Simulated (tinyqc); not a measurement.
What moves the results: quaternary alloy A(x)B(1-x)C(y)D(1-y) matched to a substrate. A value that a table varies takes the place of the one given here.

Q(x,y) = x y Q_AC + x (1 - y) Q_AD + (1 - x) y Q_BC + (1 - x)(1 - y) Q_BD for the lattice constant. Gap, rule 1: Q(x,y) - x (1 - x)[y C_ABC + (1 - y) C_ABD] - y (1 - y)[x C_ACD + (1 - x) C_BCD]. Rule 2 (mean of ternaries): {x (1 - x)[y T_ABC(x) + (1 - y) T_ABD(x)] + y (1 - y)[x T_ACD(y) + (1 - x) T_BCD(y)]}/{x (1 - x) + y (1 - y)}, T_ABC(x) = x E_AC + (1 - x) E_BC - C_ABC x (1 - x), T_ACD(y) = y E_AC + (1 - y) E_AD - C_ACD y (1 - y), and alike. Only the Gamma valley is followed.

Matching a(x,y) = a_s gives x = (a_s - y a_BC - (1 - y) a_BD)/(y (a_AC - a_BC) + (1 - y)(a_AD - a_BD)).
Constants: hc = 1239.841984 eV nm.

Values chosen for the exercise (AC, AD, BC, BD near GaAs, GaP, InAs and InP; substrate near InP; not measured data):
```
symbol  value                         unit      meaning
a       (5.654, 5.453, 6.065, 5.872)  angstrom  lattice constants of AC, AD, BC, BD
Eg      (1.517, 2.849, 0.419, 1.434)  eV        gaps at Gamma of AC, AD, BC, BD
Cb      (0.421, 0.651, 0.203, 0.093)  eV        bowing of ABC, ABD, ACD, BCD
a_s     5.872                         angstrom  substrate
y       0.46                                    fraction of C
```

## Along the matched line

x follows from y.

Results:
```
y          x  bilinear (eV)  rule 1 (eV)  rule 2 (eV)  wavelength 1 (nm)  wavelength 2 (nm)
0.03  0.0138         1.4230       1.4114       1.4183                878                874
0.15  0.0693         1.3765       1.3239       1.3546                936                915
0.27  0.1250         1.3261       1.2407       1.2896                999                961
0.39  0.1810         1.2719       1.1618       1.2234               1067               1013
0.51  0.2372         1.2137       1.0873       1.1559               1140               1073
0.63  0.2937         1.1515       1.0173       1.0866               1219               1141
0.75  0.3505         1.0854       0.9518       1.0145               1303               1222
0.87  0.4075         1.0152       0.8907       0.9361               1392               1325
0.99  0.4648         0.9410       0.8342       0.8396               1486               1477
```

The matched alloys span 0.834 to 1.411 eV by rule 1, monotonically in y. Along the line dx/dy is +0.462 between the first two rows and +0.477 between the last two. In energy the two rules differ most at y = 0.63, by 69 meV (78 nm there), which measures how far the ternary data leave the interior open. Miscibility gaps are not considered.

## What each parameter does

x is matched anew each time. Each row changes one parameter from the base and keeps the others.

Results:
```
case                                            x  rule 1 (eV)  rule 2 (eV)
base                                       0.2138       1.1178       1.1842
y = 0.45                                   0.2091       1.1240       1.1898
a_s = 5.868 angstrom                       0.2234       1.1268       1.1945
Cb = (0.505, 0.781, 0.244, 0.112) eV       0.2138       1.0937       1.1733
Eg = (1.567, 2.849, 0.419, 1.434) eV       0.2138       1.1227       1.1891
a = (5.664, 5.453, 6.065, 5.872) angstrom  0.2162       1.1201       1.1867
```

The largest shifts from the base row, up to three for each result and ties (the steps differ in size, so this ranks the rows, not the parameters). x: a_s +0.0096, y -0.0047, a +0.0024; unchanged at the printed digits by Cb and Eg. rule 1 (eV): Cb -0.0242, a_s +0.0090, y +0.0062. rule 2 (eV): Cb -0.0109, a_s +0.0104, y +0.0056.

Program tinyqc; command `OMP_NUM_THREADS=1 python tinyqc.py 1050220 1050221 out.jsonl`; about 0.01 s on one thread of a shared Intel(R) Xeon(R) Processor @ 2.30GHz.
